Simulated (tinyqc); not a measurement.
Which mechanism rules? Model: leakage currents through a thin dielectric. Computed by tinyqc, a small Python program. Command: `OMP_NUM_THREADS=1 python tinyqc.py 3003294 3003295 out.jsonl leak walk`. One thread of a shared host (Intel(R) Xeon(R) Processor @ 2.30GHz), about 0.01 s of CPU time with the checks.

Electrons leave an electrode with Fermi energy E_F above its band bottom; barriers are counted from the Fermi level, and both electrodes are alike.

Inputs (values chosen for the exercise, modelled on Si3N4):

| quantity | value | unit |
|---|---|---|
| barrier height phi_B | 2.18 | eV |
| tunnelling mass m | 0.39 | m_0 |
| optical permittivity k_o | 4.13 | - |
| trap depth phi_t | 1.4 | eV |
| Poole-Frenkel prefactor sigma_0 | 3.9e-07 | S/cm |
| thickness t | 6.6 | nm |
| electrode Fermi energy E_F | 3.2 | eV |
| electrode mass m_e | 1 | m_0 |
| voltage V | 1.1 | V |
| temperature T | 300 | K |

Stack: single layer.

Constants: e = 1.602176634e-19 C; eps_0 = 8.8541878128e-12 F/m; k_B = 8.617333262e-05 eV/K; m_0 = 9.1093837015e-31 kg; k_B = 1.380649e-23 J/K; h = 6.62607015e-34 J s; hbar = 1.054571817e-34 J s.

Method:
- Field F = V/t; equivalent oxide thickness 3.9 t/k.
- WKB: a layer of mass m, field F and barrier b(x) = b_0 - e F x gives the exponent (4 sqrt(2 m)/(3 hbar e F)) [b_0^(3/2) - max(b_0 - e F t, 0)^(3/2)] for b_0 > 0; b_0 = barrier - (E - E_F); the transmission is D(E) = exp(-sum of exponents), without image force.
- Tsu-Esaki: J = (e m_e k_B T/(2 pi^2 hbar^3)) int D(E) ln[(1 + exp((E_F - E)/k_B T))/(1 + exp((E_F - eV - E)/k_B T))] dE over the normal energy E (its change with the mass at an interface is neglected) from max(0, E_F - 3 eV) to E_F + largest barrier, by 100 Gauss-Legendre points in each part, split at E_F - 0.3 eV (if inside the range) and E_F + 8 k_B T.
- Schottky emission J = A T^2 exp(-(phi_B - sqrt(e^3 F/(4 pi k_o eps_0)))/k_B T), A = 4 pi e m k_B^2/h^3 with the tunnelling mass; Poole-Frenkel J = sigma_0 F exp(-(phi_t - sqrt(e^3 F/(pi k_o eps_0)))/k_B T); both use the field F of the dielectric.

Current densities (A/cm^2):

| V (V) | F (MV/cm) | tunnelling | Schottky | Poole-Frenkel |
|---|---|---|---|---|
| 0.22 | 0.3333 | 3.9359e-19 | 6.5129e-29 | 1.6485e-21 |
| 0.39 | 0.5909 | 1.4288e-18 | 2.5943e-28 | 4.6368e-20 |
| 0.55 | 0.8333 | 4.7970e-18 | 7.3493e-28 | 5.2476e-19 |
| 0.77 | 1.1667 | 2.6844e-17 | 2.4597e-27 | 8.2295e-18 |
| 0.94 | 1.4242 | 1.0734e-16 | 5.5753e-27 | 5.1615e-17 |
| 1.10 | 1.6667 | 4.1638e-16 | 1.1281e-26 | 2.4729e-16 |
| 1.30 | 1.9697 | 2.4609e-15 | 2.5418e-26 | 1.4836e-15 |
| 1.70 | 2.5758 | 1.2444e-13 | 1.0891e-25 | 3.5621e-14 |

What does the comparison show, and why?

The largest current is tunnelling from 0.220 to 1.70 V. Over the table tunnelling grows by 5.5 decades, Schottky by 3.2 and Poole-Frenkel by 7.3. A plot of ln(J/F) against sqrt(F) for the Poole-Frenkel column has the slope 14.45 per sqrt(MV/cm), from which k_o follows; reading it as Schottky emission would give about k_o/4.

Extremes, crossings and ranges named in words are read from the listed rows.
